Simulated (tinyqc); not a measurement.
Where in the gap a trap does harm: carrier lifetime from Shockley-Read-Hall, radiative, Auger and surface recombination. Computed by tinyqc, a small Python program. Command: `OMP_NUM_THREADS=1 python tinyqc.py 3018773 3018774 out.jsonl lifetime walk`. One thread of a shared host (Intel(R) Xeon(R) Processor @ 2.30GHz), about 0.02 s of CPU time with the checks.

Energies are counted from the top of the valence band. Boltzmann statistics, full ionisation, and equal excess densities of electrons and holes.

Inputs (values chosen for the exercise, with bands modelled on GaSb):
```
quantity                          value   unit
gap E_g                           0.726     eV
electron mass m_e                0.0399    m_0
valleys M_c                           1      -
hole mass m_h                      0.39    m_0
temperature T                       250      K
doping N                        5.4e+15  cm^-3
trap level E_t                     0.37     eV
trap density N_t                1.2e+13  cm^-3
electron cross-section sigma_n  1.1e-15   cm^2
hole cross-section sigma_p      2.2e-15   cm^2
```

Doping: n-type. Surface term: two equal surfaces.

Constants: m_0 = 9.1093837015e-31 kg; k_B = 1.380649e-23 J/K; h = 6.62607015e-34 J s; k_B = 8.617333262e-05 eV/K.

Method:
- N_c = 2 M_c (2 pi m_e k_B T/h^2)^(3/2) and N_v = 2 (2 pi m_h k_B T/h^2)^(3/2), masses in units of m_0.
- n_i = sqrt(N_c N_v) exp(-E_g/2 k_B T); majority density N/2 + sqrt(N^2/4 + n_i^2), minority density n_i^2 over it.
- v = sqrt(3 k_B T/m) with m_e or m_h; tau_n0 = 1/(sigma_n v_n N_t), tau_p0 = 1/(sigma_p v_p N_t); n1 = N_c exp(-(E_g - E_t)/k_B T), p1 = N_v exp(-E_t/k_B T).
- Low injection: tau = [tau_p0 (n_0 + n1) + tau_n0 (p_0 + p1)]/(n_0 + p_0). Depleted region (n = p = 0): generation lifetime tau_g = (tau_p0 n1 + tau_n0 p1)/n_i. n1 = N_c exp(-(E_g - E_t)/k_B T), p1 = N_v exp(-E_t/k_B T).

tau_p0 = 2.21871e-06 s

n_0 = 5.40000e+15 cm^-3

N_c = 1.52146e+17 cm^-3

tau_n0 = 1.41933e-06 s

p_0 = 303212 cm^-3

N_v = 4.64940e+18 cm^-3

n_i = 4.04641e+10 cm^-3

The same trap at other energies:
```
E_t (eV)  SRH lifetime (s)  generation lifetime (s)
0.044           1.6074e-04               2.1155e+01
0.109           9.9766e-06               1.0353e+00
0.182           2.4806e-06               3.4950e-02
0.254           2.2280e-06               1.2359e-03
0.327           2.2190e-06               4.1799e-05
0.363           2.2188e-06               8.2475e-06
0.399           2.2187e-06               3.6098e-06
0.472           2.2192e-06               6.3273e-05
0.544           2.2321e-06               1.7879e-03
0.617           2.6156e-06               5.2960e-02
0.682           1.0328e-05               1.0822e+00
```

The SRH lifetime (other channels left aside) stays within 10 % of its least value, among these rows, from E_t = 0.254 to 0.544 eV. The generation lifetime has a sharp minimum, among these rows at 0.399 eV and exactly at 0.395 eV, where tau_p0 n1 = tau_n0 p1, since generation needs two thermal jumps and the larger one rules.

Extremes, crossings and ranges named in words are read from the listed rows.
